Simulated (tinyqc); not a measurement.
Keating valence-force model of a tetrahedral crystal. From one set of inputs to another, one input at a time. Computed by tinyqc, a small Python program. Command: `OMP_NUM_THREADS=1 python tinyqc.py 3004317 3004318 out.jsonl keating ladder`. One thread of a shared host (Intel(R) Xeon(R) Processor @ 2.30GHz), about 0.03 s of CPU time with the checks.

Atom A sits at 0 and atom B at a/4 (1,1,1) of an fcc lattice; the four bonds from A are t = a/4 (1,1,1), a/4 (1,-1,-1), a/4 (-1,1,-1), a/4 (-1,-1,1), of length d = sqrt(3) a/4. Energy: E = (3 alpha/(8 d^2)) sum over bonds (r.r - d^2)^2 + (3 beta/(8 d^2)) sum over pairs of bonds at one atom (r_i.r_j + d^2/3)^2, with beta_A for the six pairs at A and beta_B for the six at B. The cell holds two atoms, Omega = a^3/4. 1 N/m = 1 J/m^2. With constants fitted to the elastic moduli this model puts optical and zone-boundary frequencies of real crystals too high, by up to about 20 % in elemental crystals and up to about 50 % in compounds, and mostly by more for TA modes; in compounds the lattice part of the static dielectric constant then comes out too low.

The inputs printed are set A. Set A is modelled on gallium arsenide; the values taken over come from a set modelled on aluminium arsenide. Inputs not listed in the table keep their values of set A, so the rows need not describe a real material.

Inputs (values chosen for the exercise, modelled on gallium arsenide):
```
quantity               value      unit
lattice constant a     5.653  angstrom
mass M_A               69.72         u
mass M_B               74.92         u
bond stretching alpha     40       N/m
bond bending beta_A     9.55       N/m
bond bending beta_B     11.4       N/m
Born charge Z*          2.28         e
eps_inf                   11         -
```

Structure: zinc blende.

Constants: nu for 1 eV/(angstrom^2 u) = 15.6333042 THz; 1 eV/angstrom^2 = 16.02176634 J/m^2; 1 THz = 33.35640952 1/cm; e^2/(4 pi eps_0) = 14.39964548 eV angstrom.

Method:
- beta = (beta_A + beta_B)/2; C11 = (alpha + 3 beta)/a, C12 = (alpha - beta)/a, C44 = 4 alpha beta/(a (alpha + beta)); with the two sublattices clamped C44(0) = (alpha + beta)/a; internal-strain parameter zeta = (alpha - beta)/(alpha + beta); B = (C11 + 2 C12)/3.
- beta = (beta_A + beta_B)/2; mu = M_A M_B/(M_A + M_B); lambda = 4 (alpha + beta)/mu with the springs in eV/angstrom^2; nu = 15.6333042 THz x sqrt(lambda).
- The long-range field adds 4 pi Z*^2 (e^2/(4 pi eps_0))/(eps_inf Omega mu) to lambda for the longitudinal mode at q -> 0; lambda = (nu/15.6333042 THz)^2; eps_0 = eps_inf (nu_LO/nu_TO)^2 (Lyddane-Sachs-Teller; here eps_0 is the static dielectric constant).

Each row keeps all changes above it:
```
input moved                     from     to  C11 (GPa)  internal-strain parameter zeta  nu_LO at G (THz)
set A                              -      -     126.35                         0.58494             9.904
lattice constant a (angstrom)  5.653  5.661     126.17                         0.58494             9.902
bond stretching alpha (N/m)       40   43.7     132.71                         0.61329            10.212
mass M_A (u)                   69.72  26.98     132.71                         0.61329            13.779
bond bending beta_A (N/m)       9.55   9.78     133.32                         0.60987            13.792
eps_inf                           11      8     133.32                         0.60987            14.105
Born charge Z* (e)              2.28   2.22     133.32                         0.60987            14.046
```

C11 goes from 126 to 133, a factor 1.06 in all. The largest single move comes from bond stretching alpha (a factor 1.05). Internal-strain parameter zeta goes from 0.585 to 0.610, a factor 1.04 in all. The largest single move comes from bond stretching alpha (a factor 1.05), and bond bending beta_A works against it (a factor 0.9944). nu_LO at G goes from 9.90 to 14.0, a factor 1.42 in all. The largest single move comes from mass M_A (a factor 1.35). The single moves hold for this order of the switches; the total does not depend on the order.

Extremes, crossings and ranges named in words are read from the listed rows.
